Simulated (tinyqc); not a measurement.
Charge neutrality level from zone-averaged pseudopotential bands, step by step. Values are carried at full precision from step to step, so a last printed digit may differ when a step is redone from the rounded ones.

Empirical pseudopotential on the fcc lattice, atoms at +/- tau, tau = a (1,1,1)/8, no spin-orbit coupling. H(G,G') = c (2 pi/a)^2 |k + G|^2 delta + VS(q) cos(q.tau) + i VA(q) sin(q.tau), q = G - G', c = hbar^2/2m0; k and G in units of 2 pi/a; VS at |q|^2 = 3, 8, 11 and VA at 3, 4, 11, in rydberg, zero elsewhere. At each k the basis holds all G with |k + G|^2 up to 16; energies are counted from the fourth level at Gamma.

Mesh: k = sum_i (n_i + 1/2)/N b_i, n_i = 0 ... N - 1, b = (-1,1,1), (1,-1,1), (1,1,-1); points with the same sorted |kx|, |ky|, |kz| after folding to the shortest k + G are joined, with their count as weight. Neutrality (branch-point) level: E_N = (1/2) mean over k of [E5 + (E3 + E4)/2], E_n the n-th level from below.

Constants: hbar^2/2m0 = 3.80998211 eV angstrom^2; Ry = 13.60569312 eV.

Parameters, chosen for this exercise (classic local form factors of the size used for InAs, without spin-orbit coupling; the results hold for these values, not for the real material): a = 6.029 angstrom (lattice constant); VS = (-0.217, -0, 0.049) Ry (symmetric form factors); VA = (0.08, 0.049, 0.031) Ry (antisymmetric form factors); mesh = 4 (points along each reciprocal vector).

## Levels on the mesh

Diagonalise at each joined point.

Levels (eV):
```
kx          ky      kz  weight       E3       E4      E5      E6
0.1250  0.1250  0.1250       2  -0.1283  -0.1283  1.6041  4.4653
0.3750  0.1250  0.1250       6  -0.7235  -0.7071  2.7085  3.8418
0.3750  0.3750  0.1250       6  -1.3964  -0.4334  2.5701  4.7959
0.3750  0.3750  0.3750       2  -0.6378  -0.6378  1.5114  4.9652
0.6250  0.1250  0.1250       6  -1.6110  -1.3240  2.6061  3.7163
0.6250  0.3750  0.1250      12  -2.1132  -1.1180  3.3364  4.3888
0.6250  0.3750  0.3750       6  -1.4940  -0.9237  2.3241  4.5746
0.6250  0.6250  0.1250       6  -2.5773  -1.1247  2.8292  5.3985
0.8750  0.1250  0.1250       6  -2.1269  -1.6729  2.2008  3.1069
0.8750  0.3750  0.1250      12  -2.5765  -1.7697  3.3052  4.9912
```

## Gaps

Level 5 at Gamma, at the lowest of (f,0,0) with f = 0.8, 0.85, 0.9, 1, and at (1/2,1/2,1/2).

gaps to Gamma, Delta/X, L (eV): [0.3499, 1.9098, 1.3912]

## The neutrality level

Energies are counted from the valence top at Gamma. E_N = (1/2) weighted mean of [E5 + (E3 + E4)/2]. Compare with half the smallest indirect gap, min(Delta/X, L)/2, and give the barrier for electrons in the limit of full pinning, min(gaps) - E_N.

mean of E5 = 2.7713 eV
mean of (E3 + E4)/2 = -1.4897 eV
E_N = 0.6408 eV
half the indirect gap = 0.6956 eV
pinned barrier for electrons = -0.2908 eV

E_N lies above the conduction edge by 0.291 eV, since the narrow lowest valley has little weight in the zone mean; surfaces then accumulate electrons. The two estimates differ by 0.05 eV; both rules are good to a few tenths of an eV only, so a position within that distance of a band edge or of mid-gap is not settled. Local form factors place the indirect gaps only to a few tenths of an eV, and E_N moves with them. Spin-orbit coupling, left out, would lift the valence top by a third of its splitting.

## Checks

- Sum of the weights against N^3: both 64.

Run: tinyqc, `OMP_NUM_THREADS=1 python tinyqc.py 1880240 1880241 out.jsonl`; Intel(R) Xeon(R) Processor @ 2.30GHz, one thread, shared host; about 0.09 s of CPU time with all checks.
